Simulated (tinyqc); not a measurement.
Tight binding, honeycomb lattice, step by step. One step of it, computed by the program tinyqc.

Question. Levels at k. Diagonalise the Hermitian matrix.

H(k) at k (eV):
```
,A,B
A,0.308495,-0.977539-0.005439i
B,-0.977539+0.005439i,-0.308257
```

Give: eigenvalues; weights |c|^2 of the basis functions.

Answer.

eigenvalues (eV): -1.025  1.025

weights |c|^2 of the basis functions:
```
,band 1,band 2
A,0.350,0.650
B,0.650,0.350
```
